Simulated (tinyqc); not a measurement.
Single-domain magnet: Stoner-Wohlfarth switching, Neel-Arrhenius retention, LLG dynamics and spin torque: one step, computed by the program tinyqc. Command: `OMP_NUM_THREADS=1 python tinyqc.py 3025313 3025314 out.jsonl macro walk`. One thread of a shared host (Intel(R) Xeon(R) Processor @ 2.30GHz), about 0.03 s of CPU time with the checks.

The moment is uniform, with unit vector m; z is the easy axis. mu_0 = 1.25663706212e-6 T m/A, gamma = 1.76085963023e11 rad/(s T).

Task: One LLG step. In the time s = gamma mu_0 H_K t: (1 + alpha^2) dm/ds = -m x b - alpha m x (m x b) + a [m x (m x z) - alpha m x z], b = m_z z, a = alpha I/I_c0; Heun steps (Euler predictor, mean of the two slopes) without renormalising; start m = (sin theta_0, 0, cos theta_0), theta_0 = 1/sqrt(2 Delta).

Inputs (values chosen for the exercise, for a model magnet):

| quantity | value | unit |
|---|---|---|
| temperature T | 358 | K |
| damping alpha | 0.0079 | - |
| drive I/I_c0 | 2.7 | - |
| time step times gamma mu_0 H_K | 0.1 | - |

Shape: thin disc, easy axis normal to it.

stability factor Delta = 152.5742

Give: m at the start; first slope; predictor; second slope; m after the step.

Result:

m at the start: 0.05721  0.00000  0.99836

first slope: 0.000768  0.057127  -0.000044

predictor: 0.05729  0.00571  0.99836

second slope: -0.004935  0.057280  -0.000045

m after the step: 0.05701  0.00572  0.99836

Caution: a flat cylinder has a smaller N_z than the spheroid of the same t/d, so K_eff of a real disc is larger.
